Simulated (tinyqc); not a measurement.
Localisation in a chain with random site energies (transfer matrices): sweeps and comparisons. A value that a table varies takes the place of the one given here.

Hopping -t; leads with site energy 0, E = -2t cos(ka). psi_(j+1) = ((e_j - E)/t) psi_j - psi_(j-1), a product of matrices M_j = [[(e_j - E)/t, -1], [1, 0]]. For M = M_N ... M_1 the transmission is T = 4 sin^2(ka)/|M21 - M12 + M22 exp(ika) - M11 exp(-ika)|^2. Long samples draw e_j = W (x_j/2147483647 - 1/2) from x_j = 16807 x_(j-1) mod 2147483647, starting at x0. The localisation length xi, in sites, is defined by ln T = -2N/xi on average; weak disorder gives xi = 24 (4t^2 - E^2)/W^2, and the mean free path for backscattering is xi/2.

Numerical xi = N/ln sqrt(psi_(N+1)^2 + psi_N^2) for N = 20000 sites from psi_1 = 1, psi_0 = 0; its statistical error is about xi sqrt(xi/N).

Values chosen for the exercise:
- t = 1.76 eV (hopping)
- E = -1.4 eV (energy)
- x0 = 2698 (start of the number sequence)
- W = 4.28 eV (full width of the disorder)

## Localisation length against disorder

The same number sequence scaled by W.

xi (sites):
```
W/t   W (eV)  numerical  error  weak disorder  strong: 1/(ln(W/2t) - 1)
1.0    1.760     86.423  5.681         80.814                         -
1.5    2.640     35.433  1.491         35.917                         -
2.0    3.520     19.843  0.625         20.204                         -
3.0    5.280      9.288  0.200          8.979                         -
4.0    7.040      5.448  0.090          5.051                         -
6.0   10.560      2.786  0.033          2.245                         -
10.0  17.600      1.416  0.012          0.808                     1.641
16.0  28.160      0.898  0.006          0.316                     0.926
```

What can be read from the table?

At W = t the numerical value is 86.4 +/- 5.7 against 80.8, and at 2t 19.84 +/- 0.63 against 20.20. The weak-disorder formula is within 15 % for W/t = 1, 1.5, 2, 3 and 4; at W = 16t it gives 0.32 and the strong-disorder form 0.93, against 0.90. All states of the chain are localised; disorder only sets the length.

## From ballistic to localised

200 samples of each length, cut one after another from the start of the sequence. Typical T = exp(mean ln T). Ohmic: 1/(1 + 2N/xi); localised: exp(-2N/xi), both with the weak-disorder xi.

Transmission:
```
N    mean T  typical T  spread of ln T   ohmic  localised
2     0.787      0.763           0.262   0.774      0.746
5     0.572      0.493           0.614   0.577      0.481
10    0.350      0.238           0.988   0.406      0.231
20    0.149     0.0555           1.658   0.255     0.0536
40   0.0483    0.00279           2.831   0.146    0.00287
80  0.00855   1.24e-05           4.133  0.0787   8.22e-06
```

What does this show?

With xi = 13.7 sites, mean and typical T are 0.572 and 0.493 at N = 5, and 0.00855 and 1.24e-05 at N = 80, where ln T scatters by 4.1. The slope of ln(typical T) between 40 and 80 sites gives xi = 14.8, uncertain by about 7 % from the scatter of 200 samples. At N = 80 the ohmic law gives 6.36e+03 times the typical value: a single channel has no ohmic range beyond a mean free path, and the mean is carried by rare resonant samples.

## What each parameter does

Numerical and weak-disorder xi. Each row changes one parameter from the base and keeps the others.

Results:
```
case          numerical xi (sites)  weak-disorder xi (sites)
base                         13.84                     13.67
t = 2.024 eV                 19.43                     18.90
E = -0.98 eV                 15.65                     14.98
W = 5.136 eV                  9.94                      9.49
x0 = 2699                    13.70                     13.67
```

What does this show?

The largest shifts from the base row, up to three for each result and ties (the steps differ in size, so this ranks the rows, not the parameters). numerical xi (sites): t +5.59, W -3.90, E +1.82. weak-disorder xi (sites): t +5.24, W -4.18, E +1.31; unchanged at the printed digits by x0. A new x0 is another sample of the same disorder; its shift is one draw of the statistical scatter, about xi sqrt(xi/N); the other rows share one sample, so their errors are correlated.

Program tinyqc; command `OMP_NUM_THREADS=1 python tinyqc.py 1451954 1451955 out.jsonl`; about 0.04 s on one thread of a shared Intel(R) Xeon(R) Processor @ 2.30GHz.
